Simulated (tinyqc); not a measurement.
Peak against initial coverage: adsorption as a lattice gas: isotherms with interactions, competition, desorption peaks and saturation dose. Computed by tinyqc, a small Python program. Command: `OMP_NUM_THREADS=1 python tinyqc.py 3025832 3025833 out.jsonl adsorb walk`. One thread of a shared host (Intel(R) Xeon(R) Processor @ 2.30GHz), about 0.1 s of CPU time with the checks.

One adsorbate per site; a molecule needs 2 empty sites. Gas and surface have the same temperature.

Inputs (values chosen for the exercise, for a model surface):
```
quantity,value,unit
desorption energy E,2.39,eV
prefactor nu,3.8e+14,1/s
pair energy w (positive repels),-0.002,eV
neighbours z,6,-
heating rate beta,12,K/s
```

Adsorption: dissociative (second order).

Constants: k_B = 8.617333262e-05 eV/K.

Method. Heating at the rate beta: d theta/dT = -(nu/beta) theta^2 exp(-[E - 2 z w theta]/(k_B T)). Integrated numerically (relative tolerance 1e-9); T_p is the maximum of the rate.

Peak temperatures (K):
```
theta_0,w = 0,with w
0.1,863.20,863.91
0.3,836.30,838.36
0.5,824.33,827.72
0.7,816.63,821.32
0.9,810.97,816.95
```

What does the comparison show, and why?

Without interaction the peak moves down by 52.2 K, the mark of second order; with w it moves by -47.0 K.

Extremes, crossings and ranges named in words are read from the listed rows.
